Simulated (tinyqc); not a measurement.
Grain-boundary diffusion: Harrison regimes, Fisher and Le Claire analysis, Hart average: one step, computed by the program tinyqc.

A boundary is a slab of width delta with diffusivity D_b, normal to a surface held at constant concentration; it leaks into grains of diffusivity D.

Task: Effective diffusivity. Hart average for parallel slabs: f = delta/d, D_eff = (s f D_b + (1 - f) D)/(1 - f + s f); share of the boundaries = s f D_b/(s f D_b + (1 - f) D); depth sqrt(D_eff t).

Inputs (values chosen for the exercise, for a model polycrystal):

| quantity | value | unit |
|---|---|---|
| boundary width delta | 0.95 | nm |
| segregation factor s | 1 | - |
| grain size d | 0.71 | um |
| temperature T | 772 | K |
| time t | 47000 | s |

D_b = 1.080150e-14 m^2/s

D = 4.793220e-20 m^2/s

Give: boundary fraction f; D_eff; share of the boundaries; depth sqrt(D_eff t).

Result:

boundary fraction f = 0.001338

D_eff = 1.450e-17 m^2/s

share of the boundaries = 0.9967

depth sqrt(D_eff t) = 0.8255 um

Caution: outside regime A (which needs sqrt(D t) above about 3 d) the Hart average and its depth are formal: they describe a profile only in regime A or at steady state.
